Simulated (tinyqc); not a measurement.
Inversion-layer mobility, back-scattering and ballistic limit of a field-effect transistor: one step, computed by the program tinyqc.

The charge at the top of the source barrier is fixed by the gate; series resistance and short-channel effects are left out. F_j are Fermi integrals normalised to exp(eta) in the classical limit.

Question. Ballistic limit. F_j(eta) = (1/Gamma(j + 1)) int_0^infinity x^j/(1 + exp(x - eta)) dx, F_0 = ln(1 + exp(eta)). Integrals over x = E/(k_B T) use 160 Gauss-Legendre points in u = sqrt(x) from 0 to sqrt(max(eta, 0) + 32). Ballistic channel: N_2D = g_v m k_B T/(pi hbar^2), U = e V_D/(k_B T); eta_F solves N_inv = (N_2D/2)[F_0(eta_F) + F_0(eta_F - U)]; v_T = sqrt(2 k_B T/(pi m)); I/W = e (N_2D/2) v_T [F_1/2(eta_F) - F_1/2(eta_F - U)]; injection velocity v_T F_1/2(eta_F)/F_0(eta_F).

Inputs (values chosen for the exercise, modelled on a germanium p-channel):

| quantity | value | unit |
|---|---|---|
| transport mass m | 0.21 | m_0 |
| valley degeneracy g_v | 1 | - |
| drain voltage V_D | 0.65 | V |
| temperature T | 300 | K |

Statistics at the top of the barrier: Fermi-Dirac.

inversion density N_inv = 3.839086e+12 1/cm^2

Constants: m_0 = 9.1093837015e-31 kg; k_B = 1.380649e-23 J/K; hbar = 1.054571817e-34 J s; k_B = 8.617333262e-05 eV/K; e = 1.602176634e-19 C.

Give: N_2D; eta_F; thermal velocity v_T; injection velocity; ballistic current I/W.

Answer.

N_2D = 2.2678e+12 1/cm^2

eta_F = 3.3512

thermal velocity v_T = 1.1741 1e7 cm/s

injection velocity = 1.7895 1e7 cm/s

ballistic current I/W = 1100.7 microampere/micrometre

Degeneracy raises the injection velocity by a factor 1.52.
